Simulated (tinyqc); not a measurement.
LED efficiency against current.

ABC model of an LED: J = q da (A n + Ba n^2 + Ca n^3), IQE = Ba n^2/(A n + Ba n^2 + Ca n^3), differential lifetime 1/(A + 2 Ba n + 3 Ca n^2).

Values chosen for this exercise:
- A = 1.1e7 1/s (defect coefficient of the active layer)
- Ba = 2.9e-11 cm^3/s (radiative coefficient of the active layer)
- Ca = 3.7e-29 cm^6/s (Auger coefficient of the active layer)
- da = 3.2 nm (thickness of the active layer)

Constants: q = 1.602176634e-19 C. Results are converted to the units shown.

Results:
```
J (A/cm^2)  n (cm^-3)  IQE (%)  defect share (%)  Auger share (%)  differential lifetime (ns)
0.004        6.964e15    1.802             98.18          0.01601                       87.65
0.01         1.696e16    4.275             95.63          0.09249                       83.23
0.06         8.518e16    17.98             80.07            1.954                       59.72
0.3          2.711e17    36.43             50.97            12.60                       28.67
1            5.303e17    41.81             29.91            28.29                       13.70
4            1.006e18    37.59             14.18            48.23                       5.507
20           1.920e18    27.42             5.415            67.17                       1.881
300          5.141e18    13.10            0.9665            85.93                      0.3083
```

Estimate the missing row, J = 80 A/cm^2.

Computed row:
```
J (A/cm^2)  n (cm^-3)  IQE (%)  defect share (%)  Auger share (%)  differential lifetime (ns)
80           3.212e18    19.17             2.264            78.56                      0.7450
```

With this row back in the table: The IQE goes from 1.80 through a maximum of 41.8 (at J = 1 A/cm^2 among the rows listed) to 13.1 %. The exact peak, Q/(Q + 2) = 41.8 % with Q = Ba/sqrt(A Ca) = 1.44, lies at n = sqrt(A/Ca) = 5.45e17 cm^-3, J = 1.06 A/cm^2, where the defect and Auger shares are equal. n goes as J^(0.97) at the low end and J^(0.36) at the high end.

Numbers from tinyqc (`OMP_NUM_THREADS=1 python tinyqc.py 2300119 2300120 out.jsonl`; about 0.01 s on one thread of a shared Intel Xeon 2.30GHz).
